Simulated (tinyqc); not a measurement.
Changing the pulse length t_p: switching kinetics of a ferroelectric film and the memory window of a ferroelectric gate stack. Computed by tinyqc, a small Python program. Command: `OMP_NUM_THREADS=1 python tinyqc.py 3015474 3015475 out.jsonl feswitch sweep`. One thread of a shared host (Intel(R) Xeon(R) Processor @ 2.30GHz), about 0.02 s of CPU time with the checks.

Fields in MV/cm; 1 microcoulomb/cm^2 over eps_0 is 11.29409 MV/cm. In the stack (metal, ferroelectric, interlayer, channel) the channel is taken as a conductor.

Inputs (values chosen for the exercise, for a model hafnia-based film): saturation polarisation P_s = 20 microcoulomb/cm^2; ratio P_r/P_s = 0.9; coercive field E_c = 0.87 MV/cm; permittivity of the ferroelectric eps_F = 43; thickness t_F = 7.5 nm; permittivity of the interlayer eps_I = 5.5; interlayer thickness t_I = 1.2 nm; share s of P screened by trapped charge = 0.9; pulse height V = 5.2 V; time constant t_inf = 8e-09 s; activation field E_a = 6 MV/cm; Merz exponent alpha = 1; dimension n = 3; breakdown field of the interlayer = 16 MV/cm.

Kinetics: Kolmogorov-Avrami-Ishibashi (KAI).

Method. Series stack: V = E_F t_F + E_I t_I and eps_I E_I = eps_F E_F + (1 - s) P/eps_0. Before switching P = -P_r, after it P = +P_s; in retention V = 0 and P = +P_r. Merz's law: t1 = t_inf exp[(E_a/E)^alpha] at the mean of the fields before and after switching. KAI: switched share = 1 - exp[-(t/t1)^n].

One run for each value:
```
pulse length t_p (s)  switched share
1.00e-09                  5.5050e-06
1.00e-08                  5.4899e-03
1.00e-07                  9.9593e-01
1.00e-06                  1.0000e+00
1.00e-05                  1.0000e+00
1.00e-04                  1.0000e+00
1.00e-03                  1.0000e+00
1.00e-02                  1.0000e+00
1.00e-01                  1.0000e+00
1.00e+00                  1.0000e+00
```

Over the rows, switched share rises from 5.50e-6 to 1.00, flat over part of the range.

Caution (all rows): the interlayer field exceeds its breakdown field, so charge injection would change the fields.
